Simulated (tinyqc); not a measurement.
Conductance against temperature: thermal boundary conductance by the acoustic and diffuse mismatch models. Computed by tinyqc, a small Python program. Command: `OMP_NUM_THREADS=1 python tinyqc.py 3028746 3028747 out.jsonl kapitza walk`. One thread of a shared host (Intel(R) Xeon(R) Processor @ 2.30GHz), about 0.01 s of CPU time with the checks.

Each side has one longitudinal and two transverse Debye branches, omega = v q up to q_D = (6 pi^2 n)^(1/3), with n counting all atoms. Scattering at the interface is elastic. Electrons are left out of G, also for metals. Melting is ignored. G refers to the temperatures of the phonons sent towards the interface. Linear branches over all atoms overstate G at high T, most for crystals with several atoms a cell.

Inputs (values chosen for the exercise, modelled on diamond (side 1) and silicon (side 2)): density rho_1 = 3.55 g/cm^3; longitudinal velocity vL_1 = 17900 m/s; transverse velocity vT_1 = 13100 m/s; atom density n_1 = 178 1/nm^3; density rho_2 = 2.36 g/cm^3; longitudinal velocity vL_2 = 8870 m/s; transverse velocity vT_2 = 5230 m/s; atom density n_2 = 49.9 1/nm^3.

Structure: film on a substrate.

Constants: hbar = 1.054571817e-34 J s; k_B = 1.380649e-23 J/K.

Method:
- omega_c = v q_D for each branch, given as hbar omega_c/k_B; impedance Z = rho v.
- No mode conversion. t(theta) = 4 Z_1 Z_2 cos(theta_1) cos(theta_2)/N^2, with N = Z_2 cos(theta_1) + Z_1 cos(theta_2) for L (the form for pressure waves) and N = Z_1 cos(theta_1) + Z_2 cos(theta_2) for both T branches (the form for shear waves polarised along the interface); sin(theta_2) = (v_2/v_1) sin(theta_1), and t = 0 beyond the critical angle arcsin(v_1/v_2); the mean over the incoming flux is alpha = 2 int t sin(theta_1) cos(theta_1) d theta_1 (64 Gauss-Legendre points).
- G = (k_B^4 T^3/(8 pi^2 hbar^3)) int W(x) x^4 e^x/(e^x - 1)^2 dx, x = hbar omega/(k_B T). Acoustic mismatch: W = sum over the three branches of alpha(1 to 2)/v_1^2, each up to the lower of its two cut-offs. Diffuse mismatch: W = S_1 S_2/(S_1 + S_2), where S_i sums 1/v^2 over the branches of side i still below their cut-off. Radiation limit: W = min(S_1, S_2). The integral is split at the four cut-offs (64 Gauss-Legendre points a piece, x at most 45).

Branches:
```
branch     v (m/s)  cut-off (K)  Z (1e6 kg/(m^2 s))
L, side 1    17900      2997.80             63.5450
T, side 1    13100      2193.92             46.5050
L, side 2     8870       972.23             20.9332
T, side 2     5230       573.25             12.3428
```

Transmission:
```
branch  t at normal incidence  largest angle from side 1 (deg)  alpha, 1 to 2  alpha, 2 to 1
L                    0.745569                               90       0.591899       0.145341
T                    0.662999                               90       0.798624       0.127293
```

G (MW/(m^2 K)):
```
T (K)  acoustic mismatch  diffuse mismatch  radiation limit
2             9.0956e-04         0.0010278        0.0012048
5               0.014212          0.016060         0.018825
10               0.11370           0.12848          0.15060
20               0.90956            1.0278           1.2048
40                7.2686            8.2178           9.6365
80                51.038            61.145           75.110
150               171.84            261.36           372.91
300               330.67            630.86           994.28
600               414.61            858.74           1393.2
1000              437.50            923.65           1508.0
```

What follows from these numbers?

All three follow T^3 at the cold end (exponent 3.00 for the diffuse model) and flatten at high T (exponent 0.14 at the hot end); the lowest cut-off is 573 K. The ratio of diffuse to acoustic goes from 1.13 to 2.11. The plateau is set by the frequencies that both sides share.

Extremes, crossings and ranges named in words are read from the listed rows.
